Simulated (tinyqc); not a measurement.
Inside a calculation. Method: lattice vibrations of a chain. Computed by tinyqc, a small Python program that keeps every step. Command: `OMP_NUM_THREADS=1 python tinyqc.py 28422 28423 out.jsonl` (the two numbers bound the seeds that draw the settings). One thread of a shared host (Intel(R) Xeon(R) Processor @ 2.60GHz), about 0.01 s of CPU time with the checks.

## Dynamical matrix at q = 0.23

A chain moving along its axis:
```
atom                mass (u)  spring to the next atom (eV/angstrom^2)
1                  84.700000                                25.400000
2                  25.700000                                19.800000
3                   7.700000                                10.000000
4                  93.500000                                24.700000
second neighbours          -                                 2.300000
```

q is in units of 2 pi/a. A spring k from atom i to atom j, n cells on, adds k to Phi_ii and Phi_jj, -k exp(2 pi i q n) to Phi_ij and the conjugate to Phi_ji (for one atom a cell: 2k (1 - cos 2 pi q n)); D_ij = Phi_ij / sqrt(m_i m_j).

D(q) (eV/(angstrom^2 u)), lower triangle (Hermitian):
```
                     1                    2          3         4
1             0.645809
2            -0.544409             1.937743
3  -0.101350-0.089352i            -1.407516   4.467532
4  -0.034787-0.275367i  -0.052800-0.046550i  -0.372691  0.420321
```

## Frequencies

omega^2 are the eigenvalues; wavenumber = 521.4708 sqrt(eigenvalue) 1/cm.

eigenvalues: 0.061521  0.649648  1.638787  5.121449

wavenumbers (1/cm): 129.3  420.3  667.6  1180.1

weights |e|^2 of the mass-weighted modes:
```
          mode 1    mode 2    mode 3    mode 4
atom 1  0.408506  0.356225  0.234207  0.001062
atom 2  0.101323  0.118014  0.615415  0.165248
atom 3  0.026334  0.017708  0.126766  0.829192
atom 4  0.463838  0.508053  0.023612  0.004498
```

## Dispersion and heat capacity

C/k_B per atom = mean over q = (j + 1/2)/80, j = 0..39 and all branches of y^2 e^y/(e^y - 1)^2, y = hc wavenumber / k_B T.

Wavenumbers (1/cm):
```
q           branch 1    branch 2    branch 3     branch 4
0.000000    0.000000  440.436064  668.281194  1179.461405
0.062500   36.523791  438.862528  668.216702  1179.518978
0.125000   72.421298  434.218738  668.035018  1179.682730
0.187500  107.001839  426.755729  667.768477  1179.927244
0.250000  139.419221  416.968175  667.462137  1180.214812
0.312500  168.517830  405.737307  667.164272  1180.501460
0.375000  192.581302  394.575260  666.918197  1180.743753
0.437500  209.081711  385.869868  666.756986  1180.905284
0.500000  215.073555  382.485244  666.700977  1180.961937
```

Heat capacity:
```
T (K)  C/k_B per atom
20           0.039433
50           0.104508
100          0.207589
200          0.406040
300          0.563356
600          0.814122
1200         0.943501
```

zero-point energy per atom = 37.063846 meV
